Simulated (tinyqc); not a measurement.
Surface orientation: inversion layer as a triangular well, valleys of the Si type.

Six ellipsoidal valleys with their long axes along the cube axes, mass ml along the axis and mt across it. For a valley whose axis makes the angle theta with the surface normal, 1/m_z = cos^2(theta)/ml + sin^2(theta)/mt sets the confinement; in the plane the masses are m_1 = mt and m_2 = ml mt/m_z, and m_d = sqrt(m_1 m_2).

The field is taken as constant, e F = 4 pi (e^2/4 pi eps0)(Nd + eta Ns)/eps, with 1e12/cm^2 = 1e-4/angstrom^2, and the oxide as a hard wall at z = 0; c = hbar^2/2m0.

Level j of a valley lies at E_j = a_j (c (e F)^2/m_z)^(1/3) above the band edge at the surface, with the Airy zeros a_j = 2.338107, 4.087949, 5.520560, 6.786708, 7.944134, 9.022651, 10.040174, 11.008524, 11.936016, 12.828777, and has <z> = 2 E_j/(3 e F).

Subband i holds n_i = g m_d/(2 pi c) kB T ln(1 + exp((EF - E_i)/kB T)) (spin included), and EF is fixed by sum n_i = Ns over the levels listed or, where none are listed, over j = 0 to 9 of each group; 1e12/cm^2 = 1e-4/angstrom^2.

Constants: hbar^2/2m0 = 3.80998211 eV angstrom^2; e^2/(4 pi eps0) = 14.39964547 eV angstrom; kB = 8.617333262e-05 eV/K.

Parameters, chosen for this exercise (near those of Si; the results hold for these values, not for the real material):

| symbol | value | unit | meaning |
|---|---|---|---|
| ml | 0.901 | m0 | longitudinal mass |
| mt | 0.19 | m0 | transverse mass |
| eps | 11.5 |  | dielectric constant |
| Nd | 2.9 | x 1e12/cm^2 | depletion charge |
| eta | 0.5 |  | share of Ns in the effective field |
| Ns | 1.5 | x 1e12/cm^2 | electron sheet density |
| T | 400 | K | temperature |

The same densities on four faces. m_c is the conductivity mass averaged over directions in the plane: 1/m_c = sum n_i (1/m_1 + 1/m_2)/2 / Ns.

Results:

| face | valleys of lowest | lowest E (eV) | EF (eV) | share of lowest (%) | <z> (angstrom) | m_c (m0) |
|---|---|---|---|---|---|---|
| (100) | 2 | 0.1213 | 0.0652 | 65.5 | 17.6 | 0.214 |
| (110) | 4 | 0.1723 | 0.0779 | 77.4 | 21.1 | 0.288 |
| (111) | 6 | 0.1840 | 0.0801 | 98.1 | 21.7 | 0.295 |
| (211) | 2 | 0.1588 | 0.0772 | 48.9 | 20.9 | 0.282 |

The lowest level is deepest on (100), where a valley axis lies closest to the normal, and the lightest conductivity mass is on (100) (0.214 m0, against 0.295 m0 on (111)). EF, counted from the band edge at the surface, is lowest on (100) and spans 15 meV.

Run: tinyqc, `OMP_NUM_THREADS=1 python tinyqc.py 1282490 1282491 out.jsonl`; Intel(R) Xeon(R) Processor @ 2.30GHz, one thread, shared host; about 0.04 s of CPU time with all checks.
